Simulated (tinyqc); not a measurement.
One level coupled to a phonon between two leads, self-consistent Born approximation: one step of the calculation.

Wide-band leads with mu_L = +V/2 and mu_R = -V/2; phonons in equilibrium, Nq = 1/(exp(w0/kB T) - 1). Scattering links only energies that differ by w0, so a ladder E_k = E1 + k w0 closes on itself; terms that reach past its ends are dropped. Gn and Gp are the electron and hole parts of the spectral function A = Gn + Gp.

Problem. Currents on the rungs. Spectral currents into the level: iL = GL [fL Gp - (1 - fL) Gn], iR = GR [fR Gp - (1 - fR) Gn].

Inputs (values chosen for the exercise): coupling to the left lead GL = 51 meV; coupling to the right lead GR = 38 meV.

| rung | converged Gn (1/meV) | converged Gp (1/meV) | fL | fR |
|---|---|---|---|---|
| 0 | 0.0031366400 | 5.3039776e-4 | 0.99997305 | 0.64997007 |
| 1 | 0.0083361616 | 0.0046548508 | 0.99940532 | 0.077584326 |
| 2 | 0.023553933 | 0.018272391 | 0.98703374 | 0.0037953779 |
| 3 | 0.0039654008 | 0.0056554189 | 0.77518350 | 1.7254035e-4 |
| 4 | 2.2975486e-4 | 0.0027867766 | 0.13508548 | 7.8166628e-6 |

Wanted: iL; iR; iL + iR; sum of iL.

Solution.

| rung | iL | iR | iL + iR |
|---|---|---|---|
| 0 | 0.0270 | -0.0286 | -0.00158 |
| 1 | 0.2370 | -0.2785 | -0.04147 |
| 2 | 0.9042 | -0.8890 | 0.01522 |
| 3 | 0.1781 | -0.1506 | 0.02750 |
| 4 | 0.0091 | -0.0087 | 0.00033 |

sum of iL = 1.355

On a single rung iL + iR need not vanish (largest 0.041), since phonons move electrons between rungs; summed over the ladder it does.

Range of the model: The self-consistent Born approximation keeps only non-crossing phonon lines and no Hartree shift; it is rough once the coupling nears the phonon energy.

Numbers from tinyqc (`OMP_NUM_THREADS=1 python tinyqc.py 2720026 2720027 out.jsonl`; about 0.07 s on one thread of a shared Intel Xeon 2.30GHz).
